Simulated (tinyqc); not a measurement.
## Off-state leakage of single and stacked transistors: subthreshold current against the height of the stack

n-channel devices of unit width. Subthreshold current I(Vg, Vs, Vd) = I0 (T/300 K)^0.5 exp[(Vg - Vs - VT(T) - gb (Vs - Vb) + dd (Vd - Vs))/(nf Vt)] (1 - exp(-(Vd - Vs)/Vt)), VT(T) = VT - cT (T - 300 K). Gate-edge tunnelling Ig (Vd/1 V) exp(ag (Vd - 1 V)), for a gate at 0 V, and band-to-band leakage Ab u exp(-Bb/u), u = Vd - Vb + 1 V, flow at a drain held at V; both are taken as independent of T. In a stack of off transistors (all gates at 0 V) the same subthreshold current passes through each.

All n gates at 0 V, bottom source at 0 V, top drain at V; node voltages follow from equal currents.

Values chosen for this exercise; values of the order met in bulk silicon logic transistors:
- T = 300 K (temperature)
- V = 1.1 V (supply voltage)
- VT = 0.42 V (threshold at 300 K, zero drain and body bias)
- cT = 0.9 mV/K (fall of the threshold with temperature)
- I0 = 0.41 uA/um (current at threshold at 300 K)
- nf = 1.55 (slope factor)
- dd = 0.17 (drain-induced lowering per volt)
- gb = 0.24 (rise of the threshold per volt of source-body bias)
- Vb = -0.6 V (body voltage)

Constants: q = 1.602176634e-19 C, kB = 1.380649e-23 J/K, Vt = kB T/q. Results are converted to the units shown.

Result of one run:
columns A: I (nA/um); B: reduction factor; C: drain voltage of the bottom device (mV); D: source voltage of the top device (mV); E: voltage across the top device (V)
```
A               B       C       D        E
2.2607e-4  148.78  26.356  142.16  0.95784
```

Which number of transistors in series n gave this result: 1, 3, 4, 5 or 6?

n = 3.

The whole series:
columns A: n; B: I (nA/um); C: reduction factor; D: drain voltage of the bottom device (mV); E: source voltage of the top device (mV); F: voltage across the top device (V)
```
A          B       C       D       E        F
1   0.033633  1.0000  1100.0       0   1.1000
2  5.1776e-4  64.960  118.61  118.61  0.98139
3  2.2607e-4  148.78  26.356  142.16  0.95784
4  1.4404e-4  233.49  14.459  154.97  0.94503
5  1.0563e-4  318.41  9.9765  163.79  0.93621
6  8.3373e-5  403.41  7.6188  170.51  0.92949
```

The second transistor cuts the current by a factor of 65.0, the third by a further 2.29 and the sixth by 1.27. The top device keeps 84.5 % of the supply at n = 6, while the drain voltage of the bottom one falls to 0.295 Vt.

Numbers from tinyqc (`OMP_NUM_THREADS=1 python tinyqc.py 2242242 2242243 out.jsonl`; about 0.03 s on one thread of a shared Intel Xeon 2.30GHz).
